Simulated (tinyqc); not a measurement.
Epitaxial growth on a vicinal surface: Burton-Cabrera-Frank step flow, step-edge barrier and island nucleation: one step, computed by the program tinyqc.

Adatoms land at rate F, hop on a square grid (a simplification for hexagonal faces), desorb, or join steps. Lengths are in units of a and n is the adatom coverage. Steps ascend at x = 0 and descend at x = l.

Question. Scales. D = nu exp(-E_d/(k_B T)) (a^2/s, nu counted per direction); tau = exp(E_a/(k_B T))/nu; x_s = sqrt(D tau); n_eq = exp(-E_f/(k_B T)); terrace width l = h/(a tan(miscut)); Schwoebel length l_s = exp(E_s/(k_B T)) - 1. Temperatures in kelvin are T(C) + 273.15.

Inputs (values chosen for the exercise, close to those used for GaN(0001)):

| quantity | value | unit |
|---|---|---|
| site spacing a | 3.19 | angstrom |
| step height h | 2.59 | angstrom |
| diffusion barrier E_d | 1.2 | eV |
| desorption energy E_a | 2.98 | eV |
| adatom formation energy E_f | 1.26 | eV |
| step-edge barrier E_s | 0.13 | eV |
| attempt frequency nu | 10 | THz |
| miscut angle | 0.3 | degrees |
| temperature T | 890 | C |

Constants: k_B = 8.617333262e-05 eV/K.

Give: D; lifetime tau; diffusion length x_s; equilibrium coverage n_eq; terrace width l; Schwoebel length l_s.

Answer.

D = 6.318e+07 a^2/s

lifetime tau = 0.8165 s

diffusion length x_s = 7182 a

equilibrium coverage n_eq = 3.472e-06

terrace width l = 155.1 a

Schwoebel length l_s = 2.658 a

l/x_s = 0.0216: nearly every adatom reaches a step.
